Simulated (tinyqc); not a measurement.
Threshold-voltage variability of a planar MOSFET, analytic estimates: two steps of the calculation.

Three independent sources add in quadrature: random dopants in the depleted layer, metal-gate grains of two orientations, and roughness of the two gate edges acting through the roll-off VT = VT(long) - Vr exp(-L/l). These are first-order estimates: no three-dimensional electrostatics, no percolation.

Values chosen for this exercise; material values close to those of silicon:
```
symbol,value,unit,meaning
T,293,K,temperature
n,1.31,,subthreshold factor
gI,20,1/V,gm/I of a matched pair
sb,1.5,%,spread of the gain factor of one device
Nb,8388608,,number of cells
Y,0.999,,wanted yield
```

Constants: q = 1.602176634e-19 C, kB = 1.380649e-23 J/K, Vt = kB T/q. Results are converted to the units shown.

Task 1. Total spread, mismatch and leakage. s = sqrt(s1^2 + s2^2 + s3^2). For a pair: s(dVT) = sqrt(2) s; current mismatch sqrt(2) sqrt((gI s)^2 + sb^2); input offset = current mismatch/gI. For a Gaussian VT the off current is log-normal with mean/median = exp(s^2/(2 (n Vt)^2)).

s1 = 7.6502549 mV
s2 = 1.3620104 mV
s3 = 0.27098048 mV

Find: s; s(dVT); current mismatch; input offset; mean/median of Ioff.

Result 1.

s = 7.7753 mV
s(dVT) = 10.996 mV
current mismatch = 22.094 %
input offset = 11.047 mV
mean/median of Ioff = 1.0280

Task 2. Margin in standard deviations for the wanted yield. Cells fail independently with probability Q(k) = erfc(k/sqrt(2))/2 when the margin is k standard deviations, and Y = exp(-Nb Q(k)). phi = exp(-k^2/2)/sqrt(2 pi). Newton steps on ln Q(k) = ln(-ln(Y)/Nb): k(new) = k + [ln Q - ln(-ln(Y)/Nb)] Q/phi.

k at the start = 4

Wanted: Q(k); phi; k after iteration 1.

Result 2.

Q(k) = 3.167e-5
phi = 1.338e-4
k after iteration 1 = 6.956

Program tinyqc, `OMP_NUM_THREADS=1 python tinyqc.py 2090168 2090169 out.jsonl`; Intel Xeon 2.30GHz, shared host, one thread, about 0.01 s.
